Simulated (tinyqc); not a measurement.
Worked calculation: Pariser-Parr-Pople SCF with singles CI, for the molecule O=C1C=CC(=O)C(F)=C1 (SMILES; centres numbered as the heavy atoms are written). Computed by tinyqc, a small Python program that keeps every step. Settings: charge = 0, gamma = Ohno, start = huckel, damping = 0.3, iteration cap = 82, excitations kept = 9. Command: `OMP_NUM_THREADS=1 python tinyqc.py 22243 22244 out.jsonl` (the two numbers bound the seeds that draw the settings). One thread of a shared host (Intel(R) Xeon(R) Processor @ 2.60GHz), about 0.01 s of CPU time with the checks. Later iterations appear only in the table of the cycle.

## PPP integrals

Centres (angstrom, eV; a flat drawing with bonds scaled to 1.40 angstrom):
```
centre        x        y  core charge z        W  gamma_rr
1O       2.9390  -0.4110              1  17.9200   17.3900
2C       1.5760  -0.0920              1   9.8200   10.9600
3C       1.1710   1.2480              1   9.8200   10.9600
4C      -0.1930   1.5670              1   9.8200   10.9600
5C      -1.1500   0.5460              1   9.8200   10.9600
6O      -2.5140   0.8650              1  17.9200   17.3900
7C      -0.7450  -0.7940              1   9.8200   10.9600
8F      -1.7030  -1.8150              2  44.3900   19.7000
9C       0.6180  -1.1130              1   9.8200   10.9600
```

Resonance integrals (eV):
```
i  j     beta
1  2  -2.3400
2  3  -2.3900
3  4  -2.3900
4  5  -2.3900
5  6  -2.3400
5  7  -2.3900
7  8  -2.1600
7  9  -2.3900
9  2  -2.3900
```

Ohno: gamma = 14.399645/sqrt(R^2 + a^2), a = 2 x 14.399645/(gamma_rr + gamma_ss); H_rr = -W_r - sum_(s != r) z_s gamma_rs; H_rs = beta for bonds.

repulsion gamma_rs (eV):
```
         1O       2C       3C       4C       5C       6O       7C       8F
1O  17.3900   8.3255   5.4779   3.7489   3.3328   2.5436   3.7493   2.9319
2C   8.3255  10.9600   7.5004   5.2206   4.6561   3.3320   5.2212   3.7682
3C   5.4779   7.5004  10.9600   7.4978   5.2212   3.7483   4.6555   3.3457
4C   3.7489   5.2206   7.4978  10.9600   7.5018   5.4772   5.2215   3.7685
5C   3.3328   4.6561   5.2212   7.5018  10.9600   8.3217   7.5004   5.5373
6O   2.5436   3.3320   3.7483   5.4772   8.3217  17.3900   5.4765   4.9557
7C   3.7493   5.2212   4.6555   5.2215   7.5004   5.4765  10.9600   8.5408
8F   2.9319   3.7682   3.3457   3.7685   5.5373   4.9557   8.5408  19.7000
9C   5.4772   7.4998   5.2211   4.6556   5.2218   3.7489   7.5005   5.5374

         9C
1O   5.4772
2C   7.4998
3C   5.2211
4C   4.6556
5C   5.2218
6O   3.7489
7C   7.5005
8F   5.5374
9C  10.9600
```

core matrix H (eV):
```
          1O        2C        3C        4C        5C        6O        7C        8F
1O  -56.4387   -2.3400    0.0000    0.0000    0.0000    0.0000    0.0000    0.0000
2C   -2.3400  -59.1122   -2.3900    0.0000    0.0000    0.0000    0.0000    0.0000
3C    0.0000   -2.3900  -55.8336   -2.3900    0.0000    0.0000    0.0000    0.0000
4C    0.0000    0.0000   -2.3900  -56.6804   -2.3900    0.0000    0.0000    0.0000
5C    0.0000    0.0000    0.0000   -2.3900  -62.6505   -2.3400   -2.3900    0.0000
6O    0.0000    0.0000    0.0000    0.0000   -2.3400  -60.4795    0.0000    0.0000
7C    0.0000    0.0000    0.0000    0.0000   -2.3900    0.0000  -66.2266   -2.1600
8F    0.0000    0.0000    0.0000    0.0000    0.0000    0.0000   -2.1600  -82.7755
9C    0.0000   -2.3900    0.0000    0.0000    0.0000    0.0000   -2.3900    0.0000

          9C
1O    0.0000
2C   -2.3900
3C    0.0000
4C    0.0000
5C    0.0000
6O    0.0000
7C   -2.3900
8F    0.0000
9C  -60.2199
```

## Starting guess

pi electrons, sum of z_r less the charge = 10

Orbitals of the Hueckel matrix of the beta values.

P at the start:
```
         1O       2C       3C       4C       5C       6O       7C       8F
1O   1.3193   0.6926   0.0000  -0.2614   0.0000   0.3254  -0.1639   0.3459
2C   0.6926   1.0000   0.4404   0.0000  -0.1089   0.0000   0.0000  -0.1513
3C   0.0000   0.4404   1.0000   0.8179   0.0000  -0.3464  -0.1309   0.0000
4C  -0.2614   0.0000   0.8179   1.0000   0.4567   0.0000   0.0000   0.0330
5C   0.0000  -0.1089   0.0000   0.4567   1.0000   0.7936   0.3870   0.0000
6O   0.3254   0.0000  -0.3464   0.0000   0.7936   1.0000   0.0000  -0.3716
7C  -0.1639   0.0000  -0.1309   0.0000   0.3870   0.0000   1.0000   0.6806
8F   0.3459  -0.1513   0.0000   0.0330   0.0000  -0.3716   0.6806   1.3747
9C  -0.3126   0.5400   0.0000  -0.2305   0.0000  -0.0788   0.5857  -0.3386

         9C
1O  -0.3126
2C   0.5400
3C   0.0000
4C  -0.2305
5C   0.0000
6O  -0.0788
7C   0.5857
8F  -0.3386
9C   1.3060
```

## Iteration 1: Fock matrix

F_rr = H_rr + P_rr gamma_rr / 2 + sum_(s != r) P_ss gamma_rs; F_rs = H_rs - P_rs gamma_rs / 2; E = tr P (H + F) / 2 + core repulsion sum_(r<s) z_r z_s gamma_rs.

F (eV):
```
         1O       2C       3C       4C       5C        6O       7C        8F
1O  -6.6061  -5.2230   0.0000   0.4899   0.0000   -0.4138   0.3072   -0.5070
2C  -5.2230  -1.7430  -4.0417   0.0000   0.2536    0.0000   0.0000    0.2850
3C   0.0000  -4.0417  -3.0853  -5.4560   0.0000    0.6492   0.3047    0.0000
4C   0.4899   0.0000  -5.4560  -4.0748  -4.1031    0.0000   0.0000   -0.0622
5C   0.0000   0.2536   0.0000  -4.1031  -5.1404   -5.6420  -3.8412    0.0000
6O  -0.4138   0.0000   0.6492   0.0000  -5.6420  -10.3644   0.0000    0.9208
7C   0.3072   0.0000   0.3047   0.0000  -3.8412    0.0000  -6.1882   -5.0665
8F  -0.5070   0.2850   0.0000  -0.0622   0.0000    0.9208  -5.0665  -28.2185
9C   0.8560  -4.4149   0.0000   0.5365   0.0000    0.1478  -4.5865    0.9376

         9C
1O   0.8560
2C  -4.4149
3C   0.0000
4C   0.5365
5C   0.0000
6O   0.1478
7C  -4.5865
8F   0.9376
9C  -4.3768
```

pi energy = -166.7907 eV

## Iteration 1: orbitals and new P

Diagonalise F (the basis is taken as orthonormal) and form P = 2 sum c c over the lowest orbitals; 0.3 of the old P is kept.

orbital energies (eV): [-29.3942, -15.2317, -11.8177, -9.7490, -9.3569, -3.7677, 1.0877, 2.5471, 5.8851]

P after iteration 1:
```
         1O       2C       3C       4C       5C       6O       7C       8F
1O   1.2766   0.7630   0.0954  -0.2416  -0.1259   0.3109  -0.2634   0.1773
2C   0.7630   0.8240   0.3761   0.0451  -0.0651  -0.0465   0.0818  -0.0807
3C   0.0954   0.3761   0.8815   0.8315   0.1218  -0.3124  -0.1085  -0.0008
4C  -0.2416   0.0451   0.8315   1.0313   0.4473  -0.0571  -0.0365   0.0156
5C  -0.1259  -0.0651   0.1218   0.4473   0.8282   0.7546   0.3635  -0.0109
6O   0.3109  -0.0465  -0.3124  -0.0571   0.7546   1.3235  -0.0012  -0.1439
7C  -0.2634   0.0818  -0.1085  -0.0365   0.3635  -0.0012   1.0062   0.3554
8F   0.1773  -0.0807  -0.0008   0.0156  -0.0109  -0.1439   0.3554   1.7764
9C  -0.0674   0.4414  -0.0274  -0.1954   0.0656  -0.1756   0.7649  -0.2372

         9C
1O  -0.0674
2C   0.4414
3C  -0.0274
4C  -0.1954
5C   0.0656
6O  -0.1756
7C   0.7649
8F  -0.2372
9C   1.0523
```

## Iteration 2: Fock matrix

As before.

F (eV):
```
         1O       2C       3C       4C       5C       6O       7C        8F
1O  -8.9126  -5.5162  -0.2612   0.4528   0.2097  -0.3954   0.4937   -0.2599
2C  -5.5162  -3.8670  -3.8003  -0.1177   0.1515   0.0775  -0.2136    0.1520
3C  -0.2612  -3.8003  -4.6902  -5.5071  -0.3180   0.5855   0.2525    0.0013
4C   0.4528  -0.1177  -5.5071  -5.0226  -4.0678   0.1563   0.0953   -0.0293
5C   0.2097   0.1515  -0.3180  -4.0678  -3.7894  -5.4799  -3.7533    0.0301
6O  -0.3954   0.0775   0.5855   0.1563  -5.4799  -8.8756   0.0032    0.3565
7C   0.4937  -0.2136   0.2525   0.0953  -3.7533   0.0032  -5.6106   -3.6778
8F  -0.2599   0.1520   0.0013  -0.0293   0.0301   0.3565  -3.6778  -26.0287
9C   0.1845  -4.0452   0.0716   0.4549  -0.1713   0.3292  -5.2587    0.6568

         9C
1O   0.1845
2C  -4.0452
3C   0.0716
4C   0.4549
5C  -0.1713
6O   0.3292
7C  -5.2587
8F   0.6568
9C  -5.2073
```

pi energy = -174.7693 eV

## Iteration 2: orbitals and new P

As before.

orbital energies (eV): [-26.6964, -14.6783, -13.3007, -10.8455, -10.2439, -3.3327, 0.6910, 2.0376, 4.3650]

P after iteration 2:
```
         1O       2C       3C       4C       5C       6O       7C       8F
1O   1.3490   0.7786   0.0764  -0.2423  -0.1285   0.2822  -0.2786   0.0992
2C   0.7786   0.7448   0.3467   0.0784  -0.0377  -0.0899   0.1234  -0.0519
3C   0.0764   0.3467   0.8935   0.8582   0.1425  -0.2959  -0.0975   0.0033
4C  -0.2423   0.0784   0.8582   1.0074   0.4056  -0.0315  -0.0440   0.0100
5C  -0.1285  -0.0377   0.1425   0.4056   0.7448   0.7722   0.3373  -0.0159
6O   0.2822  -0.0899  -0.2959  -0.0315   0.7722   1.3840   0.0284  -0.0672
7C  -0.2786   0.1234  -0.0975  -0.0440   0.3373   0.0284   0.9566   0.2302
8F   0.0992  -0.0519   0.0033   0.0100  -0.0159  -0.0672   0.2302   1.9114
9C  -0.0255   0.3994  -0.0410  -0.1654   0.0896  -0.2132   0.8335  -0.1744

         9C
1O  -0.0255
2C   0.3994
3C  -0.0410
4C  -0.1654
5C   0.0896
6O  -0.2132
7C   0.8335
8F  -0.1744
9C   1.0085
```

## Iteration 3: Fock matrix

As before.

F (eV):
```
         1O       2C       3C       4C       5C       6O       7C        8F
1O  -9.1208  -5.5813  -0.2094   0.4541   0.2141  -0.3590   0.5222   -0.1454
2C  -5.5813  -3.9986  -3.6901  -0.2046   0.0877   0.1498  -0.3221    0.0978
3C  -0.2094  -3.6901  -5.2179  -5.6072  -0.3721   0.5546   0.2269   -0.0055
4C   0.4541  -0.2046  -5.6072  -5.4539  -3.9114   0.0863   0.1149   -0.0188
5C   0.2141   0.0877  -0.3721  -3.9114  -3.8403  -5.5531  -3.6549    0.0440
6O  -0.3590   0.1498   0.5546   0.0863  -5.5531  -8.9759  -0.0776    0.1666
7C   0.5222  -0.3221   0.2269   0.1149  -3.6549  -0.0776  -5.5629   -3.1431
8F  -0.1454   0.0978  -0.0055  -0.0188   0.0440   0.1666  -3.1431  -25.6629
9C   0.0698  -3.8877   0.1071   0.3851  -0.2339   0.3996  -5.5159    0.4829

         9C
1O   0.0698
2C  -3.8877
3C   0.1071
4C   0.3851
5C  -0.2339
6O   0.3996
7C  -5.5159
8F   0.4829
9C  -5.5266
```

pi energy = -177.5780 eV

## Iteration 3: orbitals and new P

As before.

orbital energies (eV): [-26.1632, -14.9798, -13.4610, -11.3247, -10.4942, -3.1614, 0.4402, 1.7691, 4.0151]

P after iteration 3:
```
         1O       2C       3C       4C       5C       6O       7C       8F
1O   1.3858   0.7867   0.0585  -0.2424  -0.1208   0.2594  -0.2746   0.0642
2C   0.7867   0.7092   0.3319   0.0941  -0.0261  -0.1034   0.1344  -0.0366
3C   0.0585   0.3319   0.9113   0.8747   0.1419  -0.2823  -0.0937   0.0063
4C  -0.2424   0.0941   0.8747   0.9920   0.3765  -0.0140  -0.0446   0.0069
5C  -0.1208  -0.0261   0.1419   0.3765   0.7082   0.7855   0.3235  -0.0194
6O   0.2594  -0.1034  -0.2823  -0.0140   0.7855   1.4009   0.0376  -0.0364
7C  -0.2746   0.1344  -0.0937  -0.0446   0.3235   0.0376   0.9331   0.1740
8F   0.0642  -0.0366   0.0063   0.0069  -0.0194  -0.0364   0.1740   1.9584
9C  -0.0140   0.3753  -0.0452  -0.1452   0.1010  -0.2273   0.8622  -0.1395

         9C
1O  -0.0140
2C   0.3753
3C  -0.0452
4C  -0.1452
5C   0.1010
6O  -0.2273
7C   0.8622
8F  -0.1395
9C   1.0012
```

## Convergence

Stop when output and input P, before any damping, agree to 1e-7.

Course of the cycle:
```
iteration       E (eV)  largest |P(out) - P(in)|
1          -166.790660                  5.74e-01
2          -174.769343                  1.93e-01
3          -177.578033                  8.03e-02
4          -178.535112                  3.79e-02
5          -178.854437                  1.83e-02
6          -178.960615                  1.13e-02
7          -178.996268                  7.45e-03
8          -179.008499                  4.95e-03
9          -179.012836                  3.31e-03
10         -179.014441                  2.23e-03
11         -179.015067                  1.52e-03
...                ...                       ...
32         -179.015538                  1.97e-06
33         -179.015538                  1.44e-06
34         -179.015538                  1.05e-06
35         -179.015538                  7.65e-07
36         -179.015538                  5.58e-07
37         -179.015538                  4.07e-07
38         -179.015538                  2.97e-07
39         -179.015538                  2.17e-07
40         -179.015538                  1.58e-07
41         -179.015538                  1.15e-07
42         -179.015538                  8.43e-08
```

Converged in 42 iterations.

## Converged orbitals

Charges are z - P_rr.

orbital energies (eV): [-25.8952, -15.1451, -13.5694, -11.6681, -10.7309, -3.0011, 0.2904, 1.5820, 3.7717]

coefficients:
```
       MO1      MO2      MO3      MO4      MO5      MO6      MO7      MO8
1O  0.0005   0.3279  -0.5428  -0.0241   0.5518  -0.4080  -0.0005  -0.3056
2C  0.0052   0.3921  -0.4182  -0.0116   0.0847   0.3520  -0.0018   0.5775
3C  0.0013   0.3450  -0.1241   0.5111  -0.2829   0.3297   0.4984  -0.1847
4C  0.0037   0.3490   0.1172   0.5121  -0.2912  -0.3154  -0.5019  -0.1916
5C  0.0227   0.4037   0.4108  -0.0156   0.0698  -0.3669   0.0162   0.5803
6O  0.0059   0.3457   0.5508  -0.0500   0.5297   0.4148  -0.0106  -0.3033
7C  0.1427   0.3182   0.0992  -0.4716  -0.3365  -0.3168   0.5028  -0.2036
8F  0.9891  -0.0705  -0.0210   0.0800   0.0543   0.0423  -0.0578   0.0209
9C  0.0277   0.3304  -0.1374  -0.4943  -0.3491   0.3044  -0.4931  -0.1780

        MO9
1O  -0.1815
2C   0.4545
3C  -0.3648
4C   0.3597
5C  -0.4370
6O   0.1725
7C   0.3718
8F  -0.0374
9C  -0.3709
```

pi charges: 1O -0.4144, 2C 0.3280, 3C 0.0486, 4C 0.0349, 5C 0.3253, 6O -0.4122, 7C 0.0658, 8F 0.0139, 9C 0.0101

## Singles CI, singlets

Over the 9 single excitations with the smallest orbital gaps: A = (e_a - e_i) delta + 2 (ia|jb) - (ij|ab), with (pq|rs) = sum c_mp c_mq gamma_mn c_nr c_ns. f = 2/3 w |mu|^2 in atomic units, mu = sqrt2 sum c_ia sum_m c_mi c_ma R_m.

singlet CI matrix (eV):
```
         5>6      4>6      3>6      5>7      4>7      2>6      5>8      4>8
5>6   4.8264  -0.1445  -0.0012  -0.0375  -0.5882   0.2458   0.0066   0.0035
4>6  -0.1445   3.2112  -0.0437   0.2814   0.0201  -0.0316  -0.0104  -0.0112
3>6  -0.0012  -0.0437   6.4482   0.0080  -0.0053   0.0030  -0.2666   0.0084
5>7  -0.0375   0.2814   0.0080   5.9864   0.0061   0.0103   0.0134   0.0041
4>7  -0.5882   0.0201  -0.0053   0.0061   6.9007   0.1147   0.0125  -0.0058
2>6   0.2458  -0.0316   0.0030   0.0103   0.1147   7.1628  -0.0104  -0.0024
5>8   0.0066  -0.0104  -0.2666   0.0134   0.0125  -0.0104   7.5051  -0.0395
4>8   0.0035  -0.0112   0.0084   0.0041  -0.0058  -0.0024  -0.0395   7.7390
3>7   0.0098   0.0070  -0.0083  -0.0185  -0.0082   0.0161   0.0123   0.3234

         3>7
5>6   0.0098
4>6   0.0070
3>6  -0.0083
5>7  -0.0185
4>7  -0.0082
2>6   0.0161
5>8   0.0123
4>8   0.3234
3>7   8.7533
```

singlet excitation energies (eV): [3.1701, 4.6520, 6.0156, 6.3854, 7.0416, 7.2062, 7.5501, 7.6639, 8.8480]

oscillator strengths: [0.0008, 1.1799, 0.0080, 0.0007, 1.3992, 0.0197, 0.0397, 0.1365, 0.2591]

## Singles CI, triplets

Over the 9 single excitations with the smallest orbital gaps: A = (e_a - e_i) delta - (ij|ab), with (pq|rs) = sum c_mp c_mq gamma_mn c_nr c_ns.

triplet CI matrix (eV):
```
         5>6      4>6      3>6      5>7      4>7      2>6      5>8      4>8
5>6   1.2760   0.0537  -0.0332   0.1063   0.8518  -0.2843  -0.0629  -0.0588
4>6   0.0537   2.6149   0.0154   0.8518  -0.0892  -0.0045  -0.0588  -0.0081
3>6  -0.0332   0.0154   3.9343   0.0528   0.0270  -0.0511   1.6283  -0.1260
5>7   0.1063   0.8518   0.0528   5.4010  -0.0896  -0.0170  -0.0109   0.0275
4>7   0.8518  -0.0892   0.0270  -0.0896   4.9001  -0.9174   0.0275   0.0054
2>6  -0.2843  -0.0045  -0.0511  -0.0170  -0.9174   5.7803   0.0094  -0.0077
5>8  -0.0629  -0.0588   1.6283  -0.0109   0.0275   0.0094   6.0004   0.0167
4>8  -0.0588  -0.0081  -0.1260   0.0275   0.0054  -0.0077   0.0167   7.1185
3>7   0.0528   0.0270   0.0171  -0.0339  -0.0373   0.0295  -0.0305  -0.0620

         3>7
5>6   0.0528
4>6   0.0270
3>6   0.0171
5>7  -0.0339
4>7  -0.0373
2>6   0.0295
5>8  -0.0305
4>8  -0.0620
3>7   8.5060
```

triplet excitation energies (eV): [1.0773, 2.3731, 3.0341, 4.4144, 5.6499, 6.4537, 6.8892, 7.1292, 8.5108]
